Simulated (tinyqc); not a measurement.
p-n heterojunction, non-linear Poisson equation by Newton steps, Boltzmann statistics: effect of the bias of side 1 against side 2.

One dimension, material 1 (p-type) at x < 0 and material 2 (n-type) at x > 0. Band edges: Ec = -psi in material 1 and -psi + dEc in material 2, Ev = Ec - Eg. Flat quasi-Fermi levels: 0 for holes, +V for electrons. n = Nc F((EFn - Ec)/Vt), p = Nv F((Ev - EFp)/Vt), with F(eta) = exp(eta) (Boltzmann statistics); full ionisation, no interface charge, classical densities; the doping types are chosen for the exercise.

Exact first integral: on each side D^2/(2 eps0 er) = G, G = q [Vt (nI_j - nI_b) + Vt (pI_j - pI_b) - C (psi_j - psi_b)], with C = -N1 or +N2, b the neutral end of that side, and nI, pI the densities themselves. D is continuous, so er1 G1(psi_j) = er2 G2(psi_j) fixes psi_j. Ends from Nv1 F((-psi_L - Eg1)/Vt) = N1 and Nc2 F((V + psi_R - dEc)/Vt) = N2. D is counted positive when psi rises towards material 2. Depletion (Anderson) capacitance C^2 = q eps0 er1 er2 N1 N2/(2 (er1 N1 + er2 N2)(psi_R - psi_L)). -dD/dV is the change of the displacement at the interface with both quasi-Fermi levels flat; it is the terminal capacitance only while neither side holds an inversion layer. n_j and p_j are densities at the interface.

Inputs (values chosen for the exercise); band and dielectric values close to those of CdS and CdTe:
- T = 250 K (temperature)
- Eg1 = 2.36 eV (band gap of material 1)
- er1 = 8.87 (relative permittivity of material 1)
- Nc1 = 1.68e18 cm^-3 (conduction-band density of states of material 1)
- Nv1 = 1.35e19 cm^-3 (valence-band density of states of material 1)
- Eg2 = 1.47 eV (band gap of material 2)
- er2 = 10.2 (relative permittivity of material 2)
- Nc2 = 5.97e17 cm^-3 (conduction-band density of states of material 2)
- Nv2 = 1.37e19 cm^-3 (valence-band density of states of material 2)
- dEc = 0.09 eV (conduction-band offset Ec2 - Ec1)
- N1 = 5.1e17 cm^-3 (acceptor density of material 1)
- N2 = 9.5e15 cm^-3 (donor density of material 2)

Constants: q = 1.602176634e-19 C, kB = 1.380649e-23 J/K, Vt = kB T/q, eps0 = 8.8541878128e-14 F/cm where lengths are in cm. Results are converted to the units shown.

Effect of the bias of side 1 against side 2:
```
V (V)	psi_R - psi_L (V)	psi_j - psi_L (V)	psi_R - psi_j (V)	D/q (cm^-2)	n_j in 1 (cm^-3)	p_j in 2 (cm^-3)	-dD/dV (nF/cm^2)	depletion C (nF/cm^2)
0.7	1.590	0.9037	0.6865	2.100e12	2.522e4	1.787e19	0.09890	20.57
0.17	2.120	0.9040	1.216	2.100e12	5.285e-7	1.764e19	0.1001	17.81
-0.36	2.650	0.9043	1.746	2.101e12	1.107e-17	1.741e19	0.1014	15.93
-0.89	3.180	0.9045	2.276	2.101e12	2.321e-28	1.718e19	0.1027	14.55
-1.41	3.700	0.9048	2.795	2.102e12	7.739e-39	1.696e19	0.1040	13.49
-1.94	4.230	0.9051	3.325	2.102e12	1.623e-49	1.673e19	0.1053	12.61
-2.47	4.760	0.9054	3.855	2.102e12	3.403e-60	1.651e19	0.1067	11.89
-3	5.290	0.9057	4.385	2.103e12	7.137e-71	1.628e19	0.1082	11.28
```

As V goes from 0.7 to -3, the total bending rises from 1.59 to 5.29 V and the sheet charge D/q stays near 2.10e12 cm^-2; the share of the bending in material 1 falls from 56.8 to 17.1 %. The capacitance departs most from the depletion formula at V = 0.7, where it is 100 % below it, and there the holes at the interface in material 2 outnumber its donors: an inversion layer has formed, which screens D from the bias. In every row a density at the interface exceeds 0.3 of the band density of states, which Boltzmann statistics overestimate.

tinyqc, about 0.05 s, one thread, Intel Xeon 2.30GHz (shared host): `OMP_NUM_THREADS=1 python tinyqc.py 2040102 2040103 out.jsonl`
